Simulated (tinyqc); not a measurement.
# Worked calculation: one-dimensional ballistic tunnel FET, two-band WKB

Program tinyqc, `OMP_NUM_THREADS=1 python tinyqc.py 2620156 2620157 out.jsonl`; Intel Xeon 2.30GHz, shared host, one thread, about 0.01 s. Printed values are rounded.

A p-type source for x < 0 with its Fermi level at 0 and its valence edge at ds; in the channel the bands fall as D exp(-x/lam) towards their flat values, with the conduction edge at Ec = ds - dP and D = dP + Eg. The gate moves dP one to one. The drain Fermi level lies at -Vd and the drain side reflects nothing. For w = E - Ec between 0 and dP an electron crosses the gap. Two-band dispersion with equal masses m: inside the gap kappa = sqrt(m u (1 - u/Eg)/C), u the distance from a band edge, C = hbar^2/(2 m0).

Inputs (values chosen for the exercise); band and dielectric values close to those of indium phosphide:
- T = 300 K (temperature)
- Eg = 1.35 eV (band gap)
- m = 0.098 m0 (band-edge mass of the two-band model)
- lam = 4.5 nm (screening length of the source junction)
- ds = 0.1 eV (source valence edge above the source Fermi level)
- Vd = 0.5 V (drain bias)
- g = 1 (number of degenerate subbands (spin apart))
- dP = 0.27 eV (tunnelling window Ev(source) - Ec(channel))
- w0 = 0.18 eV (energy above the channel conduction edge)
- nc = 8 (cells of the path)
- nE = 11 (points of the energy grid)

Constants: q = 1.602176634e-19 C, kB = 1.380649e-23 J/K, hbar = 1.054571817e-34 J s, h = 6.62607015e-34 J s, m0 = 9.1093837015e-31 kg, Vt = kB T/q, hbar^2/(2 m0) = 0.0380998212 eV nm^2. Results are converted to the units shown.

## The path through the gap by the midpoint rule

At w = w0 the path runs from xa = lam ln(D/(w + Eg)) to xb = lam ln(D/w); u(x) = w + Eg - D exp(-x/lam) is the height above the valence edge. Cut it into nc equal cells: S = 2 (cell width) times the sum of kappa at the centres.

xa = 0.257213 nm
xb = 9.88751 nm

| cell | x (nm) | u (eV) | kappa (1/nm) |
|---|---|---|---|
| 0 | 0.85911 | 0.19155 | 0.650224 |
| 1 | 2.06289 | 0.50570 | 0.901945 |
| 2 | 3.26668 | 0.74612 | 0.926540 |
| 3 | 4.47047 | 0.93011 | 0.862619 |
| 4 | 5.67426 | 1.07091 | 0.754624 |
| 5 | 6.87804 | 1.17867 | 0.620295 |
| 6 | 8.08183 | 1.26113 | 0.462101 |
| 7 | 9.28562 | 1.32424 | 0.254942 |

S = 13.0811

## The exponent in closed form

S(w) = 2 lam int_0^Eg kappa(u) du/(w + Eg - u) = 2 pi lam sqrt(m/(C Eg)) [w + Eg/2 - sqrt(w (w + Eg))], T(w) = exp(-S). The common triangular estimate is S = (4/3) lam sqrt(m/C) Eg^1.5/(dP + Eg) for all w.

S(w0) = 12.8876
T(w0) = 2.52915e-6
triangular S = 9.31727

The midpoint value is 1.5 % above the closed form, and the triangular estimate 28 % below it.

## Current on a coarse grid

S(w) = 2 lam int_0^Eg kappa(u) du/(w + Eg - u) = 2 pi lam sqrt(m/(C Eg)) [w + Eg/2 - sqrt(w (w + Eg))], T(w) = exp(-S). I = g (2 q^2/h) int_0^dP T(w) [f(E) - f(E + Vd)] dw, E = ds - dP + w, f(x) = 1/(1 + exp(x/Vt)). Simpson's rule on nE equally spaced points.

| point | w (eV) | T(w) | difference of the f |
|---|---|---|---|
| 0 | 0.000000 | 3.62217e-12 | 0.998606 |
| 1 | 0.027000 | 2.34175e-9 | 0.996055 |
| 2 | 0.054000 | 2.04517e-8 | 0.988871 |
| 3 | 0.081000 | 9.05069e-8 | 0.969012 |
| 4 | 0.108000 | 2.84662e-7 | 0.916695 |
| 5 | 0.135000 | 7.24243e-7 | 0.794760 |
| 6 | 0.162000 | 1.59156e-6 | 0.576752 |
| 7 | 0.189000 | 3.13948e-6 | 0.324109 |
| 8 | 0.216000 | 5.69814e-6 | 0.144382 |
| 9 | 0.243000 | 9.67888e-6 | 0.0560533 |
| 10 | 0.270000 | 1.55751e-5 | 0.0204688 |

I = 9.25023e-6 uA

A converged quadrature gives 9.251e-6 uA; this grid is within 0.01 % of that.
